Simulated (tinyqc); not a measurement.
Finite square well with mass mismatch (envelope functions): sweeps and comparisons. A value that a table varies takes the place of the one given here.

A square well of width L and depth V0, mass mw inside and mb outside, energies from the bottom of the well, c = hbar^2/2m0. k = sqrt(mw E/c), kappa = sqrt(mb (V0 - E)/c). psi and psi'/m are continuous at the walls (BenDaniel-Duke), so level n solves k L + 2 atan[(k/mw)/(kappa/mb)] = n pi.

Non-parabolic bands: mw is replaced by mw (1 + alpha_w E) and mb by mb (1 - alpha_b (V0 - E)), in k, kappa and the matching condition alike.

Constants: hbar^2/2m0 = 3.80998211 eV angstrom^2.

Inputs chosen for the exercise (near those of the light valleys of a Si film in HfO2; shifted at random, so the results belong to these values and not to a real crystal):

| symbol | value | unit | meaning |
|---|---|---|---|
| V0 | 1.488 | eV | barrier height |
| mw | 0.186 | m0 | mass in the well |
| mb | 0.181 | m0 | mass in the barrier |
| Ls | (8, 12, 18, 27, 40, 61, 91) | angstrom | widths |
| L | 13 | angstrom | well width |
| alpha_w | 0.52 | 1/eV | non-parabolicity in the well |
| alpha_b | 0.34 | 1/eV | non-parabolicity in the barrier |

## Width of the well

Levels against L, beside the infinite well E1(hard) = c (pi/L)^2/mw; Pb is the probability of level 1 in the barriers; a dash marks an unbound level.

Levels:

| L (angstrom) | bound levels | E1 (eV) | E2 (eV) | E1(hard) (eV) | Pb |
|---|---|---|---|---|---|
| 8 | 1 | 0.7693 | - | 3.1589 | 0.296 |
| 12 | 2 | 0.5131 | 1.4851 | 1.4039 | 0.149 |
| 18 | 2 | 0.3081 | 1.1158 | 0.6240 | 0.065 |
| 27 | 3 | 0.1701 | 0.6585 | 0.2773 | 0.026 |
| 40 | 4 | 0.0900 | 0.3559 | 0.1264 | 0.010 |
| 61 | 6 | 0.0433 | 0.1725 | 0.0543 | 0.003 |
| 91 | 8 | 0.0209 | 0.0835 | 0.0244 | 0.001 |

The infinite well overestimates E1 by a factor 4.11 at 8 angstrom and 1.17 at 91 angstrom. The local exponent d ln E1/d ln L goes from -1.00 (first two rows) to -1.82 (last two), towards the -2 of hard walls, as Pb falls from 0.296 to 0.001. E2 - E1 is largest at 12 angstrom of the widths listed. Non-parabolicity, which grows with the level, already counts at a few tenths of an eV, and levels above about 0.5 eV lie beyond a parabolic band.

## Levels of description

The same well five ways. mb = mw: the barrier takes the mass of the well. psi' continuous: kappa holds mb but the condition drops the masses, k L + 2 atan(k/kappa) = n pi. The last column is measured against BenDaniel-Duke.

Levels (eV):

| model | E1 | E2 | E3 | E1 - E1(BDD) (meV) |
|---|---|---|---|---|
| infinite walls | 1.1963 | 4.7850 | 10.7663 | 728.7 |
| mb = mw | 0.4640 | 1.4507 | - | -3.6 |
| BenDaniel-Duke | 0.4676 | 1.4515 | - | 0.0 |
| psi' continuous | 0.4605 | 1.4499 | - | -7.1 |
| non-parabolic | 0.4800 | 1.2690 | - | 12.4 |

Hard walls put E1 728.7 meV too high. Ignoring the mass step moves it by -3.6 meV and the wrong matching by -7.1 meV: with mb/mw = 0.97, continuity of psi'/m lets the slope outside be 0.97 times the slope inside, which acts like a harder wall. Non-parabolicity shifts E1 by +12.4 meV, the balance of a heavier mass in the well, which lowers it, and a lighter mass deep in the barrier, which hardens the wall. Among the finite wells the largest departure in E1 is that of the model 'non-parabolic'.

## What each parameter does

Parabolic bands. Pb is the probability of level 1 in the barriers, (A^2/kappa)/(A^2/kappa + L/2 + sin(kL)/(2k)) with A = cos(kL/2). Each row changes one parameter from the base and keeps the others.

Results:

| case | E1 (eV) | bound levels | Pb | V0 - E1 (eV) |
|---|---|---|---|---|
| base | 0.4676 | 2 | 0.1278 | 1.0204 |
| L = 15 angstrom | 0.3921 | 2 | 0.0960 | 1.0959 |
| V0 = 1.711 eV | 0.4942 | 2 | 0.1114 | 1.2168 |
| mw = 0.2046 m0 | 0.4532 | 2 | 0.1184 | 1.0348 |
| mb = 0.1448 m0 | 0.4969 | 2 | 0.1335 | 0.9911 |

The largest shifts from the base row, up to three for each result and ties (the steps differ in size, so this ranks the rows, not the parameters). E1 (eV): L -0.0754, mb +0.0293, V0 +0.0266. bound levels: unchanged at the printed digits by L, V0, mw and mb. Pb: L -0.0319, V0 -0.0165, mw -0.0094. V0 - E1 (eV): V0 +0.1964, L +0.0754, mb -0.0293.

Computed by tinyqc, a small Python program: `OMP_NUM_THREADS=1 python tinyqc.py 1282785 1282786 out.jsonl` (the numbers bound the seed that draws the inputs); one thread of a shared host (Intel(R) Xeon(R) Processor @ 2.30GHz), about 0.01 s for the whole set of steps.
